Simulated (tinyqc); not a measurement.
Worked calculation: Pariser-Parr-Pople SCF with singles CI, for the molecule C=Cc1ccccc1 (SMILES; centres numbered as the heavy atoms are written). One step of it, computed by the program tinyqc.

Question. Singles CI, triplets. Over the 4 single excitations with the smallest orbital gaps: A = (e_a - e_i) delta - (ij|ab), with (pq|rs) = sum c_mp c_mq gamma_mn c_nr c_ns.

orbital energies (eV): [-14.515944, -12.417496, -11.090974, -10.209232, -0.980768, -0.099026, 1.227496, 3.325944]

coefficients, order 1C, 2C, 3C, 4C, 5C, 6C, 7C, 8C:
```
[[0.148392, 0.440073, 0.011720, 0.533084, 0.533084, 0.011720, -0.440073, 0.148392],
 [0.276843, 0.537215, -0.002398, 0.367086, -0.367086, 0.002398, 0.537215, -0.276843],
 [0.484916, 0.322371, -0.019904, -0.400671, -0.400671, -0.019904, -0.322371, 0.484916],
 [0.398276, 0.012955, 0.491203, -0.316115, 0.316115, -0.491203, 0.012955, -0.398276],
 [0.349499, -0.310511, 0.509486, 0.147844, 0.147844, 0.509486, 0.310511, 0.349499],
 [0.329774, -0.459562, 0.017575, 0.423961, -0.423961, -0.017575, -0.459562, -0.329774],
 [0.347401, -0.325570, -0.489787, 0.182829, 0.182829, -0.489787, 0.325570, 0.347401],
 [0.394947, -0.005905, -0.508336, -0.292534, 0.292534, 0.508336, -0.005905, -0.394947]]
```

repulsion gamma_rs (eV), order 1C, 2C, 3C, 4C, 5C, 6C, 7C, 8C:
```
[[11.130000, 7.554442, 5.239560, 3.670975, 2.869206, 2.763701, 3.276624, 4.668999],
 [7.554442, 11.130000, 7.553010, 5.240060, 3.670163, 3.276624, 3.669614, 5.238699],
 [5.239560, 7.553010, 11.130000, 7.556581, 5.240060, 4.668999, 5.238699, 7.553212],
 [3.670975, 5.240060, 7.556581, 11.130000, 7.553010, 5.239840, 4.668753, 5.240168],
 [2.869206, 3.670163, 5.240060, 7.553010, 11.130000, 7.555992, 5.240168, 4.669089],
 [2.763701, 3.276624, 4.668999, 5.239840, 7.555992, 11.130000, 7.554442, 5.239560],
 [3.276624, 3.669614, 5.238699, 4.668753, 5.240168, 7.554442, 11.130000, 7.553010],
 [4.668999, 5.238699, 7.553212, 5.240168, 4.669089, 5.239560, 7.553010, 11.130000]]
```

Give: triplet CI matrix; triplet excitation energies.

Answer.

triplet CI matrix (eV), order 4>5, 3>5, 4>6, 3>6:
```
[[3.0620, -0.0404, -0.0404, -0.2103],
 [-0.0404, 4.5815, -0.2103, 0.0189],
 [-0.0404, -0.2103, 4.5815, 0.0189],
 [-0.2103, 0.0189, 0.0189, 3.8449]]
```

triplet excitation energies (eV): [3.0073, 3.8945, 4.3763, 4.7918]
